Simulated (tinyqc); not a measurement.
Comparisons within one model: carrier statistics of a doped semiconductor with parabolic bands. A value that a table varies takes the place of the one given here.

Eg(T) = Eg0 - al T^2/(T + be); m_de = Mv^(2/3) (ml mt^2)^(1/3); m_dh = (mhh^(3/2) + mlh^(3/2))^(2/3); Nc and Nv from N = 2 (m kB T/(4 pi c))^(3/2) with c = hbar^2/2m0, in 1/angstrom^3; times 1e24 for 1/cm^3.

Energies are counted from Ev, so Ec = Eg. n = Nc F_1/2((EF - Eg)/kT), p = Nv F_1/2(-EF/kT), ND+ = ND/(1 + 2 exp((EF - Eg + ED)/kT)), NA- = NA/(1 + 4 exp((EA - EF)/kT)); neutrality asks p + ND+ = n + NA-. F_j(eta) = (1/Gamma(j + 1)) integral_0^infinity x^j dx/(1 + exp(x - eta)), which tends to exp(eta) for eta << 0.

Constants: hbar^2/2m0 = 3.80998211 eV angstrom^2; kB = 8.617333262e-05 eV/K.

Values chosen for the exercise (near those of Si; the results hold for these values, not for the real material):
- Eg0 = 1.17 eV (gap at 0 K)
- al = 0.0005 eV/K (Varshni alpha)
- be = 624 K (Varshni beta)
- ml = 0.886 m0 (longitudinal electron mass)
- mt = 0.193 m0 (transverse electron mass)
- Mv = 6 (equivalent valleys)
- mhh = 0.55 m0 (heavy-hole mass)
- mlh = 0.157 m0 (light-hole mass)
- ND = 2.7e+16 1/cm^3 (donors)
- NA = 5.2e+16 1/cm^3 (acceptors)
- ED = 0.0427 eV (donor level below Ec)
- EA = 0.0475 eV (acceptor level above Ev)
- T = 500 K

## Temperature

Neutrality solved at each temperature; ni = sqrt(Nc Nv) exp(-Eg/2kT).

Carriers (1/cm^3):
```
T (K)  EF (eV)         n         p  majority / |ND - NA|        ni  Eg (eV)
30      0.0513    <1e-99  9.05e+08              3.62e-08  3.44e-81   1.1693
50      0.0538  8.90e-95  3.03e+12              0.000121  1.64e-41   1.1681
77      0.0573  1.01e-54  2.71e+14                0.0108  1.65e-20   1.1658
120     0.0665  7.99e-28  4.79e+15                 0.192  1.96e-06   1.1603
200     0.1018  7.38e-08  1.74e+16                 0.696  3.59e+04   1.1457
300     0.1617  2.08e+03  2.26e+16                 0.904  6.85e+09   1.1213
450     0.2635  4.03e+10  2.42e+16                 0.969  3.12e+13   1.0757
600     0.3723  2.65e+14  2.49e+16                 0.995  2.57e+15   1.0229
800     0.4335  7.11e+16  9.54e+16                  3.82  8.24e+16   0.9453
1000    0.3934  7.22e+17  7.44e+17                  29.8  7.35e+17   0.8621
```

Ionisation is incomplete: the majority density is below 90 % of the net doping at 30, 50, 77, 120 and 200 K, down to a share of 3.6e-08. It is within 10 % of the net doping at 300, 450 and 600 K. At 800 and 1000 K thermal pairs lift it more than 10 % above the net doping; ni has reached 7.35e+17 1/cm^3 at 1000 K against a net doping of 2.50e+16. EF goes from 0.051 eV to 0.393 eV, where midgap is 0.431 eV and the intrinsic level (Boltzmann) 0.395 eV.

## Doping level

Only acceptors are present (ND = 0); eta is the distance of EF beyond the valence edge in units of kT.

Neutral state:
```
NA (1/cm^3)  EF (eV)  majority (1/cm^3)  ionised share     eta
1.0e+14       0.4993           2.35e+14          1.000  -11.59
1.0e+15       0.4357           1.03e+15          1.000  -10.11
1.0e+16       0.3379           9.96e+15          0.995   -7.84
1.0e+17       0.2404           9.57e+16          0.957   -5.58
1.0e+18       0.1520           7.39e+17          0.739   -3.53
3.0e+18       0.1165           1.66e+18          0.554   -2.70
1.0e+19       0.0822           3.59e+18          0.359   -1.91
3.0e+19       0.0535           6.69e+18          0.223   -1.24
```

The impurity level lies at 0.0475 eV. The ionised share falls from 1.000 to 0.223 as EF approaches it; it is below one half from 1e+19 1/cm^3 on. Over the last two rows the doping grows threefold and the majority density by a factor 1.87. EF comes within 3 kT of the majority band edge from 3e+18 1/cm^3 on. Above roughly 1e+19 1/cm^3 (N^(1/3) a = 0.26, with the radius a = sqrt(c/(m E)) from the ionisation energy E and the mass mhh) the levels merge with the band and real ionisation is complete; sharp levels then overstate freeze-out.

## What each input does

Neutrality solved anew for each case. Each row changes one parameter from the base and keeps the others.

Results:
```
case                  EF (eV)  n (1/cm^3)  p (1/cm^3)
base                   0.2993    1.30e+12    2.44e+16
T = 540 K              0.3284    1.36e+13    2.45e+16
ND = 5.4e+16 1/cm^3    0.6156    2.01e+15    1.58e+13
NA = 6.76e+16 1/cm^3   0.2787    8.07e+11    3.94e+16
Eg0 = 1.22 eV          0.2993    4.08e+11    2.44e+16
mt = 0.2316 m0         0.2993    1.56e+12    2.44e+16
mhh = 0.66 m0          0.3095    1.65e+12    2.45e+16
EA = 0.0713 eV         0.3000    1.32e+12    2.40e+16
```

The largest shifts from the base row, up to three for each result and ties (the steps differ in size, so this ranks the rows, not the parameters). EF (eV): ND +0.3163, T +0.0291, NA -0.0206; unchanged at the printed digits by Eg0 and mt. n (1/cm^3): ND +2.01e+15, T +1.23e+13, Eg0 -8.94e+11. p (1/cm^3): ND -2.44e+16, NA +1.50e+16, EA -4.13e+14; unchanged at the printed digits by Eg0 and mt.

Computed by tinyqc, a small Python program: `OMP_NUM_THREADS=1 python tinyqc.py 1651725 1651726 out.jsonl` (the numbers bound the seed that draws the inputs); one thread of a shared host (Intel(R) Xeon(R) Processor @ 2.30GHz), about 0.01 s for the whole set of steps.
